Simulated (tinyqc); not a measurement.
# Ellipsometry and reflectance of a transparent film on an absorbing substrate: what changes with what

Air (index 1), film, substrate with N2 = n2 - i k2; time factor exp(+i w t). q_j = sqrt(N_j^2 - sin^2 th), root with positive real part. Fresnel coefficients r_s = (q_a - q_b)/(q_a + q_b), r_p = (N_b^2 q_a - N_a^2 q_b)/(N_b^2 q_a + N_a^2 q_b). tan(Psi) exp(i Delta) = R_p/R_s, Delta taken from 0 to 360 degrees.

Values chosen for this exercise; indices close to those of a porous low-k film on silicon:
```
symbol,value,unit,meaning
lam,800,nm,wavelength
th,65,degrees,angle of incidence
n1,1.302,,index of the transparent film
d,180,nm,film thickness
n2,3.692,,index of the substrate
k2,0.0065,,extinction coefficient of the substrate
```

Each table varies one quantity; the others keep the values above.

## Psi and Delta against the film thickness

beta = 2 pi d q1/lam, X = exp(-2 i beta), R = (r01 + r12 X)/(1 + r01 r12 X) for p and s. The last column is the derivative of Delta.

Psi and Delta against the film thickness:

| d (nm) | Psi (degrees) | Delta (degrees) | \|R_p\|^2 | \|R_s\|^2 | dDelta/dd (degrees/nm) |
|---|---|---|---|---|---|
| 0 | 16.496 | 179.83 | 0.054563 | 0.62217 | -1.0230 |
| 48 | 19.858 | 136.81 | 0.077402 | 0.59336 | -0.69246 |
| 96 | 27.110 | 114.04 | 0.13019 | 0.49675 | -0.27062 |
| 143 | 37.122 | 110.95 | 0.18190 | 0.31751 | 0.16834 |
| 191 | 54.531 | 140.21 | 0.21273 | 0.10799 | 1.2909 |
| 239 | 53.622 | 222.50 | 0.21192 | 0.11500 | 1.1999 |
| 287 | 36.515 | 249.31 | 0.17968 | 0.32780 | 0.14152 |
| 334 | 26.709 | 245.23 | 0.12735 | 0.50308 | -0.28941 |
| 382 | 19.572 | 221.47 | 0.075340 | 0.59605 | -0.71530 |
| 430 | 16.504 | 177.70 | 0.054616 | 0.62212 | -1.0220 |

Read the table: what changes, and by how much?

Psi goes from 16.5 through a maximum of 54.5 (at d = 191 nm among the rows listed) to 16.5 degrees. The period is 427.9 nm, after which Psi and Delta return to the values of the bare substrate, so one angle and wavelength fix d only up to a multiple of it. The size of the slope of Delta runs from 0.142 to 1.29 degrees/nm among the rows; Delta is counted modulo 360 degrees, and sharper features can lie between the rows.

## Effect of the index of the transparent film

Same model as above.

dDelta/dd is the derivative of Delta; period lam/(2 q1).

Effect of the index of the transparent film:

| n1 | Psi (degrees) | Delta (degrees) | \|R_p\|^2 | \|R_s\|^2 | dDelta/dd (degrees/nm) | period (nm) |
|---|---|---|---|---|---|---|
| 1.25 | 42.424 | 126.29 | 0.19956 | 0.23894 | 0.53137 | 464.64 |
| 1.45 | 78.447 | 205.19 | 0.19902 | 0.0083168 | 6.5896 | 353.40 |
| 1.65 | 40.932 | 282.24 | 0.14413 | 0.19164 | -0.53997 | 290.11 |
| 1.85 | 24.432 | 267.29 | 0.088005 | 0.42642 | -1.0029 | 248.02 |
| 2.05 | 18.023 | 234.96 | 0.058924 | 0.55665 | -1.4109 | 217.54 |
| 2.25 | 16.511 | 200.35 | 0.053773 | 0.61196 | -1.4496 | 194.23 |
| 2.45 | 16.477 | 174.16 | 0.054339 | 0.62111 | -1.3317 | 175.73 |
| 2.65 | 15.770 | 156.48 | 0.047849 | 0.59996 | -1.2501 | 160.63 |

What does the comparison show?

Psi goes from 42.4 through a maximum of 78.4 (at n1 = 1.45 among the rows listed) to 15.8 degrees and |R_p|^2 moves up and down between 0.0478 and 0.200. The slope of Delta is largest in size, 6.59 degrees/nm, at n1 = 1.45 among the rows.

Program tinyqc, `OMP_NUM_THREADS=1 python tinyqc.py 2870184 2870185 out.jsonl`; Intel Xeon 2.30GHz, shared host, one thread, about 0.01 s.
